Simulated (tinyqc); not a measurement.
Shortcuts against the integral: sheet resistance and Hall data of a diffused or implanted layer. Computed by tinyqc, a small Python program. Command: `OMP_NUM_THREADS=1 python tinyqc.py 3021527 3021528 out.jsonl layer walk`. One thread of a shared host (Intel(R) Xeon(R) Processor @ 2.30GHz), about 0.01 s of CPU time with the checks.

Carriers are taken equal to the net active doping down to the junction (full ionisation, which deep dopants in wide-gap hosts do not reach; no spill-over, no depletion), and the Hall factor is 1.

Inputs (values chosen for the exercise, modelled on arsenic in silicon):
```
quantity                                 value        unit
mu_min                                    51.7  cm^2/(V s)
mu_max                                    1420  cm^2/(V s)
N_ref                                  9.5e+16      1/cm^3
exponent alpha                            0.68           -
peak concentration N_0                 9.1e+17      1/cm^3
length scale l                             500          nm
background doping N_B (opposite type)  1.2e+15      1/cm^3
projected range R_p                       1100          nm
```

Profile: buried Gaussian (implant). Activation: complete.

Constants: e = 1.602176634e-19 C.

Method:
- N(x) = N_0 exp(-(x - R_p)^2/(2 l^2)) for x > 0, dose N_0 l sqrt(pi/2) erfc(-R_p/(l sqrt 2)), junction x_j = R_p + l sqrt(2 ln(N_0/N_B)); the layer starts at x_0 = max(0, 2 R_p - x_j).
- Mobility mu = mu_min + (mu_max - mu_min)/(1 + (N_t/N_ref)^alpha), N_t = active doping + N_B; carriers n = active doping - N_B, all dopants active.
- Integrals from x_0 (0 unless stated) to x_j by the midpoint rule on 400 even intervals: 1/R_s = e int n mu dx; sheet density n_s = int n dx; Hall sheet density (int n mu dx)^2/int n mu^2 dx; Hall mobility int n mu^2 dx/int n mu dx.
- Mean conductivity 1/(R_s x_j); mean mobility 1/(e n_s R_s).
- Shortcuts: R_s = 1/(e Q mu) with the dose Q and the mobility at the (active) peak concentration; 1/(e n_s mu) with mu at N_t = n_s/x_j + N_B; 1/(e Q mu_max).

sheet resistance R_s = 150.355 ohm

dose = 1.12466e+14 1/cm^2

sheet density n_s = 1.12100e+14 1/cm^2

junction depth x_j = 2920.87 nm

Sheet resistances:
```
method                                   R_s (ohm)  deviation (%)
integral                                    150.36          0.000
dose, mobility at the peak                  188.91         25.644
n_s, mobility at the mean concentration     128.62        -14.453
dose, mu_max                                 39.08        -74.007
```

What does the comparison show, and why?

The closest shortcut is «n_s, mobility at the mean concentration» (-14.5 %). The peak mobility is the lowest in the layer, so with full activation it overestimates R_s.

Extremes, crossings and ranges named in words are read from the listed rows.
